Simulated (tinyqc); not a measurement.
# Changing the donor depth E_D

Model: charge neutrality of a doped semiconductor with incomplete ionisation. Computed by tinyqc, a small Python program. Command: `OMP_NUM_THREADS=1 python tinyqc.py 3023899 3023900 out.jsonl dopant sweep`. One thread of a shared host (Intel(R) Xeon(R) Processor @ 2.30GHz), about 0.06 s of CPU time with the checks.

Energies are counted from the top of the valence band; E_D is measured down from the conduction band and E_A up from the valence band.

Inputs (values chosen for the exercise, for a model semiconductor):
```
quantity                             value   unit
gap at 0 K E_g0                       4.41     eV
Varshni alpha                     0.000992   eV/K
Varshni beta                           847      K
electron mass m_e                    0.283    m_0
valleys M_c                              1      -
hole mass m_h                         3.54    m_0
donor density N_D                  4.7e+15  cm^-3
acceptor density N_A                 7e+13  cm^-3
acceptor depth E_A                   0.911     eV
donor degeneracy g_D                     2      -
acceptor degeneracy g_A                  2      -
static dielectric constant eps_s      10.2      -
temperature T                          600      K
iteration cap                           60      -
```

Doping: n-type, compensated. Statistics of the bands: Fermi-Dirac. Solver: Newton steps on the logarithm. Start of Newton steps: intrinsic level E_i.

Constants: m_0 = 9.1093837015e-31 kg; k_B = 1.380649e-23 J/K; h = 6.62607015e-34 J s; k_B = 8.617333262e-05 eV/K.

Method:
- E_g = E_g0 - alpha T^2/(T + beta).
- N_c = 2 M_c (2 pi m_e k_B T/h^2)^(3/2) and N_v = 2 (2 pi m_h k_B T/h^2)^(3/2), masses in units of m_0.
- n_i = sqrt(N_c N_v) exp(-E_g/(2 k_B T)); E_i = E_g/2 + (k_B T/2) ln(N_v/N_c).
- n = N_c F_1/2((E_F - E_g)/k_B T), p = N_v F_1/2(-E_F/k_B T).
- F_1/2(eta) = (2/sqrt(pi)) int_0^infinity sqrt(x)/(1 + exp(x - eta)) dx, by the trapezoid rule in t = sqrt(x) with step 0.02 up to t = 12 (for eta < -12 by exp(eta) - exp(2 eta)/2^(3/2)).
- N_D+ = N_D/(1 + g_D exp((E_F - E_g + E_D)/k_B T)).
- N_A- = N_A/(1 + g_A exp((E_A - E_F)/k_B T)).
- Neutrality: p + N_D+ = n + N_A-; the log ratio is ln[(p + N_D+)/(n + N_A-)].
- Newton steps from the start named, with the slope from a central difference of 1e-6 eV; the function is the log ratio y = ln[(p + N_D+)/(n + N_A-)]; the bracket -0.3 to E_g + 0.3 eV is narrowed by the sign of y at each step, and a step that would leave it is replaced by its midpoint; stop when |log ratio| < 1e-9.

One run for each value; columns: (1) donor depth E_D (eV); (2) majority density n (cm^-3); (3) ionised share of the donors; (4) distance of E_F from the majority band edge (eV):
```
(1)           (2)     (3)     (4)
0.0050  4.626e+15  0.9990  0.4004
0.0099  4.625e+15  0.9990  0.4004
0.0200  4.624e+15  0.9987  0.4005
0.0390  4.621e+15  0.9982  0.4005
0.0770  4.612e+15  0.9962  0.4006
0.1500  4.558e+15  0.9847  0.4012
0.3000  3.745e+15  0.8116  0.4114
0.6000  4.194e+14  0.1041  0.5246
```

What does the table show?

Over the rows, majority density n (cm^-3) falls from 4.63e15 to 4.19e14; ionised share of the donors falls from 0.999 to 0.104; distance of E_F from the majority band edge (eV) rises from 0.400 to 0.525.

Caution (rows 0.00500): N^(1/3) a is above 0.2 for the radius a = e^2/(8 pi eps_0 eps_s E) of the dopant: near the Mott value, 0.26, the level broadens, and above it the level has merged with the band and all dopants are ionised, so such results of a fixed depth are only formal.
